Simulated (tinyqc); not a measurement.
Capture against depth of the level: configuration-coordinate model of carrier capture at a defect.

Two parabolas of equal curvature k in one coordinate Q: with the carrier free at the band edge, U_f = k Q^2/2; with the carrier trapped, U_t = k (Q - dQ)^2/2 - ET. ER = k dQ^2/2, Huang-Rhys factor S = ER/hw, hw = 0.0646541 sqrt(k/M) eV for k in eV/angstrom^2 and M in u. The curves cross at a height Eb = (ER - ET)^2/(4 ER) above the free minimum.

Multiphonon factor for giving p = ET/hw phonons to the lattice: W = exp(-S (2 nb + 1)) ((nb + 1)/nb)^(p/2) I_p(x), nb = 1/(exp(hw/kT) - 1), x = 2 S sqrt(nb (nb + 1)), I_p the modified Bessel function. Classical limit: W = hw exp(-Eb/kT)/sqrt(4 pi ER kT). At T = 0: exp(-S) S^p/Gamma(p + 1).

Constants: kB = 8.617333262e-05 eV/K.

Parameters, chosen for this exercise (out of a larger set: of the size met at a vacancy centre in SiC; not measured data):
- ER = 0.35 eV (relaxation energy)
- hw = 0.043 eV (phonon energy of the mode)
- T = 77 K (temperature)

ET is varied at fixed ER, hw and T, as by moving the band edge with alloying or pressure.

Against ET:

| ET/ER | ET (eV) | Eb (eV) | log10 W | log10 W, classical |
|---|---|---|---|---|
| 0.10 | 0.035 | 0.0709 | -2.751 | -5.238 |
| 0.50 | 0.175 | 0.0219 | -1.255 | -2.031 |
| 0.75 | 0.263 | 0.0055 | -0.919 | -0.957 |
| 1.00 | 0.350 | 0.0000 | -0.859 | -0.599 |
| 1.25 | 0.438 | 0.0055 | -1.009 | -0.957 |
| 1.50 | 0.525 | 0.0219 | -1.327 | -2.031 |
| 2.00 | 0.700 | 0.0875 | -2.370 | -6.326 |
| 3.00 | 1.050 | 0.3500 | -5.668 | -23.507 |

Give the missing row, ET/ER = 0.25, ET (eV) = 0.087.

Computed row:
```
ET/ER  ET (eV)  Eb (eV)  log10 W  log10 W, classical
0.25     0.087   0.0492   -1.992              -3.821
```

Capture is fastest at ET/ER = 1 among these rows, where the barrier vanishes or nearly so. The classical form is symmetric about ET = ER; the quantum one gives -1.25 at 0.5 and -1.33 at 1.5, against -2.03 for both. At ET = 3 ER it lies 17.8 decades above the classical value: deep levels capture by emitting many phonons, and the rate falls with depth by 9.4 decades per eV between the last two rows. Rows deeper than the gap of the host are formal.

tinyqc: `OMP_NUM_THREADS=1 python tinyqc.py 1451089 1451090 out.jsonl`; about 0.01 s, one thread, shared Intel(R) Xeon(R) Processor @ 2.30GHz.
